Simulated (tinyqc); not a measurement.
# From threshold field back to energy relaxation time tau_E

Model: two-valley model of the transferred-electron effect. Computed by tinyqc, a small Python program. Command: `OMP_NUM_THREADS=1 python tinyqc.py 3015476 3015477 out.jsonl gunn inv`. One thread of a shared host (Intel(R) Xeon(R) Processor @ 2.30GHz), about 0.04 s of CPU time with the checks.

Both kinds of valley share one electron temperature T_e, and each has a constant mobility.

Inputs (values chosen for the exercise, modelled on GaN):

| quantity | value | unit |
|---|---|---|
| central-valley mass m1 | 0.2 | m_0 |
| satellite-valley mass m2 | 0.43 | m_0 |
| satellite valleys Z | 6 | - |
| valley separation dE | 1.2 | eV |
| central-valley mobility mu1 | 1100 | cm^2/(V s) |
| satellite-valley mobility mu2 | 52 | cm^2/(V s) |
| lattice temperature T | 77 | K |

Solver: damped fixed point.

Constants: k_B = 8.617333262e-05 eV/K.

Method. Density-of-states ratio R = Z (m2/m1)^(3/2); n2/n1 = R exp(-dE/(k_B T_e)); mean mobility mu = (mu1 + mu2 n2/n1)/(1 + n2/n1); energy balance e mu F^2 = (3/2) k_B (T_e - T)/tau_E; v = mu F. Using T_e as the parameter, F(T_e) = sqrt(3 k_B (T_e - T)/(2 e mu tau_E)) and v = mu F; find the first maximum and the next minimum of v, and the most negative dv/dF between them.

Problem. A run gave the result below. Find the energy relaxation time tau_E, known to lie between 0.063 and 0.1 ps.

threshold field = 83.08277 kV/cm

Solution.

Each step takes the trial c = (a f_b - b f_a)/(f_b - f_a), f being the result less the target and a, b, c the logarithms of the listed values; c replaces end b, the old b replaces a if the sign of f changed, and otherwise f_a is halved.

Scan of the range:

| energy relaxation time tau_E (ps) | threshold field (kV/cm) |
|---|---|
| 0.0630 | 94.7058 |
| 0.0680 | 91.1575 |
| 0.0735 | 87.6805 |
| 0.0794 | 84.3600 |
| 0.0857 | 81.2001 |
| 0.0926 | 78.1162 |
| 0.1000 | 75.1704 |

False position (Illinois rule, in the logarithm of the input) inside the bracket:

| step | end a | end b | trial | threshold field (kV/cm) |
|---|---|---|---|---|
| 1 | 0.0794000 | 0.0857000 | 0.0818887 | 83.0682 |
| 2 | 0.0794000 | 0.0818887 | 0.0818324 | 83.0968 |
| 3 | 0.0818887 | 0.0818324 | 0.0818600 | 83.0828 |

Threshold field falls at every point of a 13-point scan of the range (every second point is shown), so one value fits; it is bracketed by 0.0794 and 0.0857. The scan shows a pure power law with exponent -0.5000, so scaling from any one row also gives the answer directly. Answer: energy relaxation time tau_E = 0.08186 ps.

Caution: T_e at the threshold exceeds 3000 K, outside the range of a Maxwellian in parabolic valleys.
